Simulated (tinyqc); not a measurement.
Worked calculation: trap in a gate oxide as a short-range spherical well. Values are carried at full precision from step to step, so a last printed digit may differ when a step is redone from the rounded ones.

A spherical well of radius R and depth V0 below the conduction edge, one mass m, c = hbar^2/2m0. The s level at binding Et solves k cot(k R) = -kappa with k = sqrt(m (V0 - Et)/c), kappa = sqrt(m Et/c); it exists for V0 > Vc = c (pi/2R)^2/m. Outside, psi falls as exp(-kappa r)/r.

Constants: hbar^2/2m0 = 3.80998211 eV angstrom^2; fine-structure constant alpha = 0.007297352564; hc = 1239.841984 eV nm; kB = 8.617333262e-05 eV/K.

Values chosen for the exercise (near those of SiO2 on Si; not measured data):
- R = 4.3 angstrom (radius of the well)
- V0 = 5.25 eV (depth of the well)
- m = 0.453 m0 (mass)
- n_r = 1.49 (refractive index)
- dEc = 3.17 eV (conduction offset to the channel)
- Fox = 3.5 MV/cm (oxide field, lowering levels away from the channel)
- t0 = 0.32 x 1e-11 s (time constant at the interface)
- T = 400 K (temperature)
- EF = -0.09 eV (Fermi level above the channel edge)
- x = 12 angstrom (depth of the trap)

## The bound level

Solve for Et; the share outside is [sin^2(kR)/(2 kappa)]/[sin^2(kR)/(2 kappa) + R/2 - sin(2kR)/(4k)].

Et = 2.6957 eV
k = 0.5511 1/angstrom
kappa = 0.5661 1/angstrom
share outside = 0.142
Vc = 1.122 eV

The well is 4.68 times the critical depth. Since dEt/dV0 equals the share inside, 0.86, a 1 % change of V0 moves Et by 1.7 %. The decay length is 1.8 angstrom, 0.4 times R.

## Peak of the photo-ionisation cross-section

Lucovsky model (delta well, plane-wave final states, no local-field factor): sigma = (32 pi alpha c/(3 n_r m Et)) (x - 1)^(3/2)/x^3, x = h nu/Et, c = hbar^2/2m0; 1 angstrom^2 = 1e-16 cm^2.

The maximum lies at x = 2. Give the photon energy, its wavelength and sigma there.

h nu = 5.391 eV
wavelength = 230 nm
sigma = 6.40 x 1e-18 cm^2

With 14 % of the state outside the well the delta-well form is only a rough model of this centre.

## Level, tunnelling time and occupation

Energies from the conduction edge of the channel. The trap level at depth x is E_T = dEc - Et - e Fox x (1 MV/cm = 0.01 eV/angstrom). An electron at the channel edge tunnels with the WKB exponent S = (4/3) sqrt(m/c) [dEc^(3/2) - (dEc - e Fox x)^(3/2)]/(e Fox), c = hbar^2/2m0; tau = t0 exp(S); the occupation is f = 1/(1 + exp((E_T - EF)/kB T)), tau_c = tau/f and tau_e = tau/(1 - f). Lattice relaxation is left out; a level below the channel edge needs phonons as well, so tau is then a lower bound, while a level above it can also empty elastically at its own energy, through a thinner barrier, faster than this tau.

Give E_T, S, tau and ln(tau_c/tau_e) = (E_T - EF)/kB T.

E_T = 0.054 eV
S = 14.235
tau = 4.87e-06 s
ln(tau_c/tau_e) = 4.2

The level lies 4 kB T above EF, so the trap is mostly empty. A flat barrier would give S = 2 sqrt(m dEc/c) x = 14.73.

## Checks

- Et from the radial equation on a grid against the matching condition, eV: both 2.70.

Program tinyqc; command `OMP_NUM_THREADS=1 python tinyqc.py 1280222 1280223 out.jsonl`; about 0.01 s on one thread of a shared Intel(R) Xeon(R) Processor @ 2.30GHz.
